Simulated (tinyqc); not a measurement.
The size of the error: propagation of a band-gap error through k.p and effective-mass formulas.

Chain, for a gap E (the reference Eg or another value), with Ep and Dso kept: 1/me = 1 + Ep (E + 2 Dso/3)/(E (E + Dso)); g* = 2 - 2 Ep Dso/(3 E (E + Dso)); g1(E) = g1 + (Ep/3)(1/E - 1/Eg), g2(E) = g2 + (Ep/6)(1/E - 1/Eg), light hole 1/(g1 + 2 g2), heavy hole 1/(g1 - 2 g2) along [100]; optical constant ei(E) = 1 + (ei - 1)(EP/(EP + E - Eg))^2, static e0(E) = ei(E) + e0 - ei.

Donor: R = Ry me/e0^2, a_B = a0 e0/me, Mott density (0.26/a_B)^3. Nc, Nv = 2 (m kT/(4 pi c))^(3/2), c = hbar^2/2m0, ni = sqrt(Nc Nv) exp(-E/2kT). Exciton: Ry mu/e0^2 with 1/mu = 1/me + g1(E). 1 angstrom^-3 = 1e24 cm^-3.

Constants: Ry = 13.60569312 eV; a0 (Bohr radius) = 0.5291772105 angstrom; kB = 8.617333262e-05 eV/K; hbar^2/2m0 = 3.80998211 eV angstrom^2.

Inputs chosen for the exercise (reference values near those of InSb, gap at low temperature; shifted at random, so the results belong to these values and not to a real crystal): Eg = 0.239 eV (gap at Gamma to the s-like level); Dso = 0.795 eV (spin-orbit splitting); Ep = 23.6 eV (Kane energy); g1 = 34.97 (Luttinger gamma1); g2 = 15.54 (gamma2); e0 = 16.68 (static dielectric constant); ei = 15.88 (optical dielectric constant); EP = 3.74 eV (mean (Penn) gap); mh = 0.38 m0 (density-of-states mass of the holes); T = 77 K (temperature).

E = f Eg; ratios against f = 1.

Results:
```
f     E (eV)  me ratio  light-hole ratio  e0 ratio  donor ratio  Mott ratio        g*  log10 ni ratio
0.25   0.060     0.272             0.251     1.092        0.228      0.0155  -242.912            5.44
0.40   0.096     0.427             0.401     1.073        0.371      0.0630  -144.909            4.42
0.60   0.143     0.625             0.601     1.047        0.570       0.212   -90.950            2.98
1.00   0.239     1.000             1.000     1.000        1.000        1.00   -48.614            0.00
1.20   0.287     1.179             1.199     0.978        1.234        1.75   -38.315           -1.51
1.50   0.358     1.440             1.498     0.946        1.610        3.53   -28.247           -3.79
2.00   0.478     1.857             1.993     0.896        2.312        8.89   -18.556           -7.62
```

Give the missing row, f = 0.80.

Computed row:
```
f     E (eV)  me ratio  light-hole ratio  e0 ratio  donor ratio  Mott ratio       g*  log10 ni ratio
0.80   0.191     0.816             0.801     1.023        0.779       0.506  -64.334            1.50
```

Between f = 0.8 and 1.2 the mean powers d ln(ratio)/d ln f are 0.91 for me, 1.00 for the light hole, -0.11 for e0, 1.13 for the donor energy and 3.06 for the Mott density; ni moves by -3.15 decades per 0.1 eV, against -0.1 eV/(2 kT ln 10) = -3.27 from the exponential alone, the rest coming from Nc through me^(3/4). g* keeps its sign, from -242.91 to -18.56.

Run: tinyqc, `OMP_NUM_THREADS=1 python tinyqc.py 1880187 1880188 out.jsonl`; Intel(R) Xeon(R) Processor @ 2.30GHz, one thread, shared host; about 0.01 s of CPU time with all checks.
